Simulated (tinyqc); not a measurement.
Density of states of one tight-binding band on the square lattice: one step. One triangle of the mesh. Two cases, with inputs chosen for the exercise.

Question. Find its share below E and its density of states at E.

For corner energies e1 <= e2 <= e3 and eij = ei - ej, the share of the triangle below E is n = (E - e1)^2/(e21 e31) for e1 < E < e2 and n = 1 - (e3 - E)^2/(e31 e32) for e2 < E < e3; its density of states is g = dn/dE.

Case 1.

Values chosen: E = -0.8 eV (energy at which the density is wanted).

corner energies, sorted (eV): [-1.244508, -0.515492, 0.000000]

Case 2.

Values chosen: E = -2.59 eV (energy at which the density is wanted).

corner energies, sorted (eV): [-3.898965, -2.460000, -1.739483]

Give: n; g.

Answer.

Case 1.

n = 0.2178
g = 0.9799 1/eV

Case 2.

n = 0.5514
g = 0.8425 1/eV

E lies between corners 1 and 2.

Computed by tinyqc, one run a case: `OMP_NUM_THREADS=1 python tinyqc.py N N+1 out.jsonl` with N = 1651786, 1681183; one thread of a shared Intel(R) Xeon(R) Processor @ 2.30GHz, about 0.09 s a run at most.
